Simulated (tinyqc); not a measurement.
Temperature series and Richardson plot: current of a Schottky diode by thermionic-emission-diffusion theory, and its read-back from I-V-T and C-V data. Computed by tinyqc, a small Python program. Command: `OMP_NUM_THREADS=1 python tinyqc.py 3011010 3011011 out.jsonl schottky walk`. One thread of a shared host (Intel(R) Xeon(R) Processor @ 2.30GHz), about 0.01 s of CPU time with the checks.

Full ionisation, no tunnelling, no recombination current. V is the voltage across the junction itself, forward positive.

Inputs (values chosen for the exercise, modelled on n-type GaN):

| quantity | value | unit |
|---|---|---|
| Richardson constant A* | 25.9 | A/(cm^2 K^2) |
| effective density of states at 300 K, N_c | 2.3e+18 | 1/cm^3 |
| permittivity eps | 9.7 | - |
| mobility mu | 990 | cm^2/(V s) |
| barrier without image force phi_0 (mean) | 1.02 | eV |
| doping N | 8.4e+15 | 1/cm^3 |
| junction voltage V | 0.29 | V |
| standard deviation sigma | 65 | meV |
| relative change of sigma^2 with bias, rho | 0.32 | 1/V |

Barrier: Gaussian spread of heights.

Constants: k_B = 8.617333262e-05 eV/K; e = 1.602176634e-19 C; eps_0 = 8.8541878128e-12 F/m.

Method:
- N_c(T) = N_c (T/300 K)^(3/2); V_bi = phi_0 - (k_B T/e) ln(N_c(T)/N); surface field F = sqrt(2 e N (V_bi - V - k_B T/e)/(eps eps_0)); image lowering d_phi = sqrt(e F/(4 pi eps eps_0)); effective barrier phi = phi_0 - d_phi - sigma^2 (1 - rho V)/(2 k_B T).
- Collection velocity v_R = A* T^2/(e N_c(T)); diffusion velocity v_D = mu F; J = e N_c(T) v_R/(1 + v_R/v_D) exp(-phi/k_B T) [exp(e V/k_B T) - 1].
- Ideality n = (e/k_B T)/(d ln J/dV) by a central difference of +/- 1 mV; J_0 = J exp(-e V/(n k_B T)); apparent barrier phi_IV = k_B T ln(A* T^2/J_0); a C-V plot gives phi_CV = phi_0, the mean without lowering.
- A least-squares line of ln(J_0/T^2) against 1/(k_B T) gives a barrier (minus the slope) and a Richardson constant (exp of the intercept).

At the same junction voltage:

| T (K) | 1/k_B T (1/eV) | n | J_0 (A/cm^2) | phi_IV (eV) | ln(J_0/T^2) |
|---|---|---|---|---|---|
| 200 | 58.023 | 1.0536 | 1.2148e-16 | 0.87031 | -47.243 |
| 250 | 46.418 | 1.0462 | 1.4242e-12 | 0.89565 | -38.320 |
| 300 | 38.682 | 1.0420 | 1.0747e-09 | 0.91291 | -32.059 |
| 350 | 33.156 | 1.0398 | 1.4911e-07 | 0.92559 | -27.434 |
| 400 | 29.011 | 1.0388 | 6.7808e-06 | 0.93545 | -23.884 |
| 450 | 25.788 | 1.0389 | 1.4231e-04 | 0.94348 | -21.076 |

barrier from the Richardson plot = 0.81202 eV

Richardson constant from the plot = 0.67271 A/(cm^2 K^2)

What does the comparison show, and why?

From 200 to 450 K n goes from 1.054 to 1.039 and phi_IV from 0.870 to 0.943 eV. The plot returns 0.812 eV against phi_0 = 1.02 and a constant 0.0260 times the true A*: a spread of barriers lets cold carriers pick the low patches, which bends the plot and lowers both numbers.

Extremes, crossings and ranges named in words are read from the listed rows.
